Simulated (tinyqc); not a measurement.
# From zero-point volume change back to Grueneisen parameter gamma_O

Model: quasi-harmonic thermal expansion with mode Grueneisen parameters. Computed by tinyqc, a small Python program. Command: `OMP_NUM_THREADS=1 python tinyqc.py 3014619 3014620 out.jsonl qha inv`. One thread of a shared host (Intel(R) Xeon(R) Processor @ 2.30GHz), about 0.06 s of CPU time with the checks.

A crystal with two atoms a cell; per atom there are 1 transverse acoustic (TA), 1/2 longitudinal acoustic (LA) and 3/2 optical (O) modes. Every frequency of group i scales as nu_i (V/V0)^(-gamma_i). The acoustic groups have Debye spectra, density 3 nu^2/nu_i^3 up to nu_i (40 Gauss-Legendre points); the optical group has one frequency. Static energy: E = (9 V0 B0/16) [y^3 B' + y^2 (2 - 4 y)], y = (V0/V)^(2/3) - 1, with pressure P_s = (3 B0/2) (z^7 - z^5) [1 + (3/4)(B' - 4)(z^2 - 1)], z = (V0/V)^(1/3).

Inputs (values chosen for the exercise, modelled on gallium arsenide):
```
quantity                       value             unit
static volume V0                22.6  angstrom^3/atom
static bulk modulus B0          75.9              GPa
static B'                       4.42                -
frequency nu_TA                  2.5              THz
frequency nu_LA                 5.89              THz
frequency nu_O                   8.4              THz
Grueneisen parameter gamma_TA  -0.85                -
Grueneisen parameter gamma_LA    1.1                -
```

Acoustic groups: Debye.

Constants: h x 1 THz = 4.135667696 meV; k_B = 8.617333262e-05 eV/K; 1 eV/angstrom^3 = 160.2176634 GPa.

Method. Phonon pressure P_ph = sum_i gamma_i U_i/V. At T = 0, U_i is the zero-point energy (h nu/2 a mode); solve P_s + P_ph = 0.

Task: A run gave the result below. Find the Grueneisen parameter gamma_O, known to lie between 0.89 and 2.

zero-point volume change = 0.3621353 %

Result:

Each step takes the trial c = (a f_b - b f_a)/(f_b - f_a), f being the result less the target and a, b, c the logarithms of the listed values; c replaces end b, the old b replaces a if the sign of f changed, and otherwise f_a is halved.

Scan of the range:
```
Grueneisen parameter gamma_O  zero-point volume change (%)
0.89                                              0.233030
1.02                                              0.264690
1.17                                              0.301185
1.33                                              0.340057
1.53                                              0.388546
1.75                                              0.441723
2.00                                              0.501901
```

False position (Illinois rule, in the logarithm of the input) inside the bracket:
```
step    end a    end b    trial  zero-point volume change (%)
1     1.33000  1.53000  1.41760                      0.361310
2     1.53000  1.41760  1.42088                      0.362106
3     1.53000  1.42088  1.42111                      0.362163
4     1.42088  1.42111  1.42100                      0.362135
5     1.42111  1.42100  1.42100                      0.362135
```

Zero-point volume change rises at every point of a 13-point scan of the range (every second point is shown), so one value fits; it is bracketed by 1.33 and 1.53. Answer: Grueneisen parameter gamma_O = 1.421.
